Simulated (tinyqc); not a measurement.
Worked calculation: two-band k.p model of the X valleys of a zinc-blende crystal. Values are carried at full precision from step to step, so a last printed digit may differ when a step is redone from the rounded ones.

With x = D/D0: for x < 1 the minima lie at k_m = sqrt(ml D0 (1 - x^2)/(4 c)), the hump at X has the height dE = (D0/4)(1 - x)^2 and the mass at the minimum is ml/(1 - x^2); the mass at X is ml/(1 - 1/x), negative for x < 1. For x > 1 the minimum is at X.

Constants: hbar^2/2m0 = 3.80998211 eV angstrom^2; kB = 8.617333262e-05 eV/K.

Parameters, chosen for this exercise (of the order of those of AlAs; the results hold for these values, not for the real material):
- D = 0.36 eV (splitting of the two conduction levels at X)
- D0 = 0.132 eV (coupling energy)
- ml = 0.661 m0 (mass along the axis from remote bands)
- k = 0.166 1/angstrom (wave vector from X)
- kmax = 0.12 1/angstrom (end of the path)
- mt = 0.201 m0 (transverse mass)
- T = 300 K (temperature)

## Shape of the lower band

Give x, k_m, dE and both masses.

x = 2.7273
k_m = 0.00000 1/angstrom
dE = 0.000 meV
mass at the minimum = 1.044 m0
mass at X = 1.044 m0

The splitting wins, so the minimum stays at X, with a mass raised by a factor of 1.58 through the repulsion from the upper band.

## The matrix at one k

k along the valley axis, counted from X, c = hbar^2/2m0, e = c k^2/ml. H = [[e - D/2, i P k], [-i P k, e + D/2]] with P^2 = D0 c/ml, so E = e -/+ sqrt(D^2/4 + D0 e). For D = 0 (diamond lattice) the bands cross at X.

Give P, the matrix, its levels and the weight of the lower X state in the lower band.

P = 0.8723 eV angstrom

H (eV):
```
,1,2
1,-0.0212,0.1448i
2,-0.1448i,0.3388
```

levels (eV): -0.0722  0.3898

weight = 0.8896

## Dispersion along the axis

Nine points; energies of the lower band from its minimum, against a parabola about the minimum with the mass there.

Results:
```
k (1/angstrom),lower band (meV),parabola (meV),gap to the upper band (eV)
0.0000,0.00,0.00,0.3600
0.0150,0.82,0.82,0.3609
0.0300,3.30,3.29,0.3638
0.0450,7.44,7.39,0.3685
0.0600,13.30,13.14,0.3749
0.0750,20.90,20.53,0.3830
0.0900,30.31,29.57,0.3927
0.1050,41.59,40.25,0.4039
0.1200,54.78,52.57,0.4164
```

At kmax the band lies at 54.8 meV and the parabola at 52.6 meV: far from X the curvature returns to 1/ml, so the band is steeper than the parabola of the minimum.

## Thermal masses

Thermal masses along the axis for one X point, lower band, E from the minimum, on 1601 points from -0.8 to 0.8 1/angstrom: density-of-states mass m_d = c I^2/(pi kT), I = integral of exp(-E/kT) dk; conductivity mass m_c = 2 c kT/<(dE/dk)^2> with central differences.

Give m_d, m_c and Nc = 3 x 2 (kT/(4 pi c))^(3/2) mt sqrt(m_d) for three X points; 1 angstrom^-3 = 1e24 cm^-3.

m_d = 1.014 m0
m_c = 0.990 m0
Nc = 1.524e+19 cm^-3

The edge mass is 1.044; thermal electrons sample the steeper part of the band.

## Checks

- Thermal masses without coupling against ml: both 0.6610.

Run: tinyqc, `OMP_NUM_THREADS=1 python tinyqc.py 1880092 1880093 out.jsonl`; Intel(R) Xeon(R) Processor @ 2.30GHz, one thread, shared host; about 0.01 s of CPU time with all checks.
